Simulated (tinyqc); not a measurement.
## Gate work function from the charge

Question. For an undoped double gate, Q = 8 eps0 eps_r Vt beta tan(beta)/ts with 0 < beta < pi/2, and at the source (Vg - dphi)/(2 Vt) - ln[(2/ts) sqrt(2 eps0 eps_r Vt/(q ni))] = ln(beta) - ln(cos beta) + 2 r beta tan(beta), r = eps_r tox/(eox ts). Find beta and dphi.

Parameters, values chosen for the exercise; material values those of a made-up semiconductor:
- T = 273 K (temperature)
- eps_r = 11.9 (relative permittivity of the semiconductor)
- eox = 21.2 (relative permittivity of the gate insulator)
- tox = 5.1 nm (insulator thickness)
- ts = 5 nm (body thickness)
- Vg = 1.22 V (gate voltage)

Constants: q = 1.602176634e-19 C, kB = 1.380649e-23 J/K, Vt = kB T/q, eps0 = 8.8541878128e-14 F/cm where lengths are in cm. Results are converted to the units shown.

Qs = 2892.9220 nC/cm^2
ni = 1.3264162e8 cm^-3

Answer. beta tan(beta) rises from 0 without bound on the interval, so the charge fixes beta; the second relation is then explicit in dphi. At this charge the surface density passes 0.3 Nc, so the classical Boltzmann model is only formal.

beta = 1.38
dphi = 0.160 V

Computed by the program tinyqc: `OMP_NUM_THREADS=1 python tinyqc.py 2440025 2440026 out.jsonl`, one thread of a shared Intel Xeon 2.30GHz, about 0.03 s for the whole run.
